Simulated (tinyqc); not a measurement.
# Capacitance measurement on a leaky thin oxide: effects of series resistance and leakage: what changes with what

The device is a capacitance C in parallel with a leakage conductance G, in series with Rs and Ls. An impedance meter reports either a parallel pair (Cp, Gp) from Y = 1/Z = Gp + i w Cp or a series pair (Cs, Rm) from Z = Rm + 1/(i w Cs); w = 2 pi f, dissipation D = Gp/(w |Cp|).

Parameters, values chosen for the exercise; values of the order met in thin-oxide MOS capacitors:

| symbol | value | unit | meaning |
|---|---|---|---|
| eox | 3.9 |  | relative permittivity of the gate insulator (close to silicon dioxide) |
| tox | 2.7 | nm | insulator thickness |
| A | 10000 | um^2 | gate area |
| zc | 0.57 | nm | oxide-equivalent thickness added by the accumulation layer |
| zp | 0 | nm | oxide-equivalent thickness added by gate depletion |
| Jg | 0.013 | A/cm^2 | gate leakage current density, not matched to the thickness |
| Vs | 0.39 | V | voltage for an e-fold rise of the leakage |
| Rs | 94 | ohm | series resistance |
| Ls | 0 | nH | series inductance |
| f | 50000 | Hz | measuring frequency |

Constants: eps0 = 8.8541878128e-14 F/cm where lengths are in cm. Results are converted to the units shown.

Each table varies one quantity; the others keep the values above.

## Readings against frequency

EOT = 3.9 tox/eox; CET = EOT + zc + zp; C = 3.9 eps0 A/CET; G = Jg A/Vs. Z = Rs + i w Ls + 1/(G + i w C); CET read from Cp = 3.9 eps0 A/Cp; errors under 0.001 % are printed as 0.

The same in every row: C (pF) = 105.6.

Results:
```
f (Hz)	Cp (pF)	Cs (pF)	D	error of Cp (%)	error of Cs (%)	CET read from Cp (nm)
1000	105.5	2771	5.025	-0.0626	2520	3.272
3000	105.5	401.7	1.675	-0.0626	280	3.272
10000	105.5	132.3	0.5032	-0.0627	25.2	3.272
30000	105.5	108.6	0.1694	-0.0630	2.80	3.272
1e5	105.5	105.9	0.05649	-0.0665	0.252	3.272
3e5	105.5	105.6	0.03546	-0.0976	0.0280	3.273
3e6	102.0	105.6	0.1888	-3.44	0	3.387
1e7	75.99	105.6	0.6242	-28.0	0	4.544
3e7	23.46	105.6	1.871	-77.8	0	14.72
```

Estimate the missing row, f = 1e6 Hz.

Computed row:
```
f (Hz)	Cp (pF)	Cs (pF)	D	error of Cp (%)	error of Cs (%)	CET read from Cp (nm)
1e6	105.1	105.6	0.06740	-0.450	2.52e-3	3.285
```

With this row back in the table: D goes from 5.03 through a minimum of 0.0355 (at f = 3e5 Hz among the rows listed) to 1.87; without inductance its minimum lies at f = sqrt(G (1 + G Rs)/Rs)/(2 pi C) = 2.84e5 Hz. The error of Cp goes from -0.0626 to -77.8 % and that of Cs from 2520 to 0 %; at low frequency Cp tends to C/(1 + G Rs)^2 and Cs grows as 1 + (G/(w C))^2. One of the two readings is within 2 % of C for f = 1000, 3000, 10000, 30000, 1e5, 3e5, 1e6, 3e6, 1e7, 3e7 Hz. For f = 1000, 3000, 3e7 D exceeds 1, where the accuracy of real meters degrades in proportion to sqrt(1 + D^2).

## Effect of the series resistance

Same model as above.

The same in every row: C (pF) = 105.60; Cs (pF) = 106.67.

Effect of the series resistance:
```
Rs (ohm)	Cp (pF)	D	error of Cp (%)	error of Cs (%)	CET read from Cp (nm)
1	105.60	0.10051	0	1.01	3.2700
3	105.60	0.10058	-2.00e-3	1.01	3.2701
10	105.59	0.10081	-6.68e-3	1.01	3.2702
30	105.58	0.10148	-0.0201	1.01	3.2707
100	105.53	0.10383	-0.0677	1.01	3.2722
300	105.38	0.11053	-0.210	1.01	3.2769
1000	104.79	0.13399	-0.772	1.01	3.2954
3000	102.52	0.20101	-2.91	1.01	3.3681
```

As Rs goes from 1 to 3000, the error of Cp goes from 0 to -2.91 %, that of Cs from 1.01 to 1.01 %, and D rises from 0.101 to 0.201. The CET read from Cp goes from 3.27 to 3.37 nm against the true 3.27 nm. Rs does not enter the imaginary part of Z, so Cs does not depend on it.

Computed by the program tinyqc: `OMP_NUM_THREADS=1 python tinyqc.py 2022028 2022029 out.jsonl`, one thread of a shared Intel Xeon 2.30GHz, about 0.01 s for the whole run.
